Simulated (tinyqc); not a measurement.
# Transit time and capacitance from two cut-off frequencies

Problem. 1/(2 pi fT) = tauF + Vt C/JC, C the sum of the junction capacitances per area. Find C, tauF and the limit of fT at high current.

Parameters, values chosen for the exercise: temperature T = 400 K.

Constants: q = 1.602176634e-19 C, kB = 1.380649e-23 J/K, Vt = kB T/q. Results are converted to the units shown.

JC (mA/um^2): [0.011, 0.3]
fT (GHz): [8.1886973, 42.914899]

Solution. The delay is a straight line in 1/JC with slope Vt C and intercept tauF.

C = 5.210 fF/um^2
tauF = 3.110 ps
limit of fT = 51.18 GHz

tinyqc, about 0.01 s, one thread, Intel Xeon 2.30GHz (shared host): `OMP_NUM_THREADS=1 python tinyqc.py 2320166 2320167 out.jsonl`
